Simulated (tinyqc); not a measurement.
The basis set: RHF and MP2 along a ladder of basis sets, for H3+, spin multiplicity 1. Computed by the program tinyqc with PySCF. Same geometry throughout; the dipole is taken about the origin.

Geometry (angstrom):

| atom | x | y | z |
|---|---|---|---|
| H | 0.0000 | 0.0000 | 0.0000 |
| H | 0.0000 | 0.0000 | 0.7700 |
| H | 0.0000 | 0.5860 | -0.5000 |

RHF and frozen-core MP2 in a ladder of bases:

| basis | functions | E(RHF) (hartree) | E(MP2 corr) (hartree) | HOMO (eV) | LUMO (eV) | dipole (debye) |
|---|---|---|---|---|---|---|
| sto-3g | 3 | -1.20397 | -0.01733 | -31.733 | -7.713 | 1.629 |
| 3-21g | 6 | -1.22226 | -0.02333 | -31.433 | -8.687 | 1.672 |
| 6-31g | 6 | -1.22677 | -0.02338 | -31.463 | -8.723 | 1.654 |
| 6-31g** | 15 | -1.23677 | -0.03285 | -31.455 | -8.626 | 1.524 |
| cc-pvdz | 15 | -1.23610 | -0.03138 | -31.405 | -8.584 | 1.402 |
| cc-pvtz | 42 | -1.24268 | -0.03656 | -31.455 | -8.594 | 1.368 |

Estimate the missing row, basis = aug-cc-pvdz.

Computed row:
```
basis        functions  E(RHF) (hartree)  E(MP2 corr) (hartree)  HOMO (eV)  LUMO (eV)  dipole (debye)
aug-cc-pvdz         27          -1.23641               -0.03187    -31.408     -8.597           1.366
```

From cc-pVDZ to cc-pVTZ the RHF energy falls by 6.6 mhartree and the correlation energy by 5.2. If valence correlation converges as X^-3, (27 E(T) - 8 E(D))/19 gives -0.0387 hartree, a rough estimate from such small X that usually falls short; STO-3G holds about 45 % of it. Beyond STO-3G the LUMO moves by 0.1 eV and the HOMO by 0.1 eV.
